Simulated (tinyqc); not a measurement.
Shallow acceptor in the spherical model (Baldereschi-Lipari), strong spin-orbit limit: one step, computed by the program tinyqc. Command: `OMP_NUM_THREADS=1 python tinyqc.py 3016237 3016238 out.jsonl acceptor walk`. One thread of a shared host (Intel(R) Xeon(R) Processor @ 2.30GHz), about 0.01 s of CPU time with the checks.

The 1S(3/2) state has an s envelope f(r) and a d envelope g(r). In effective units they obey -(f'' + 2f'/r + 2f/r) + mu (g'' + 5g'/r + 3g/r^2) = E f and -(g'' + 2g'/r - 6g/r^2 + 2g/r) + mu (f'' - f'/r) = E g. The cubic term, the split-off band and the central cell are left out.

Problem. Effective units and couplings. Ry* = Ry/(gamma_1 eps^2), a* = a_0 eps gamma_1, mu = (6 gamma_3 + 4 gamma_2)/(5 gamma_1), delta = (gamma_3 - gamma_2)/gamma_1; spherical masses 1/(gamma_1 (1 - mu)) (heavy) and 1/(gamma_1 (1 + mu)) (light).

Inputs (values chosen for the exercise, for a model semiconductor):
```
quantity                 value  unit
Luttinger gamma_1         3.74     -
Luttinger gamma_2         1.12     -
Luttinger gamma_3         1.45     -
dielectric constant eps   11.6     -
```

Constants: Ry = 13.605693123 eV; a_0 = 0.529177210903 angstrom.

Give: Ry*; a*; mu; delta; heavy-hole mass; light-hole mass.

Solution.

Ry* = 27.04 meV

a* = 22.96 angstrom

mu = 0.7048

delta = 0.08824

heavy-hole mass = 0.9058 m_0

light-hole mass = 0.1568 m_0
